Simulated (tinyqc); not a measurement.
Changing the length of a cut fin or stripe: stress in a transistor channel from embedded alloy regions, liners and fins, by half-space elasticity. Computed by tinyqc, a small Python program. Command: `OMP_NUM_THREADS=1 python tinyqc.py 3011841 3011842 out.jsonl stressor sweep`. One thread of a shared host (Intel(R) Xeon(R) Processor @ 2.30GHz), about 0.05 s of CPU time with the checks.

Plane strain in an isotropic half-space, the same constants everywhere; x along the channel from its centre, y downwards from the free surface; stress is positive in tension.

Inputs (values chosen for the exercise, modelled on silicon): height of the strained layer h = 50 nm.

Method. Shear-lag estimate for a stripe of length l and height h on a like substrate: the stress along it is s(x)/s_film = 1 - cosh(x/lam)/cosh(l/(2 lam)), lam = (pi/2) g h with g = 1.258; mean = 1 - (2 lam/l) tanh(l/(2 lam)).

One run for each value:
```
length of a cut fin or stripe (nm)  share kept at the centre  share kept on average
50                                                   0.03118                0.02081
83                                                   0.08216                0.05493
140                                                  0.20739                0.13939
230                                                  0.43097                0.29350
390                                                  0.72736                0.51251
650                                                  0.92555                0.69683
1100                                                 0.99235                0.82036
1800                                                 0.99978                0.89022
3000                                                 1.00000                0.93413
```

What does the table show?

Over the rows, share kept at the centre rises from 0.0312 to 1.000 (exponent d ln y / d ln x 1.9 between the first rows and 4.3e-4 between the last); share kept on average rises from 0.0208 to 0.934 (exponent d ln y / d ln x 1.9 between the first rows and 0.094 between the last).

Caution (rows 1100, 1800, 3000): far from the ends the true relaxation falls as h/x, more slowly than the exponential of the shear-lag model.
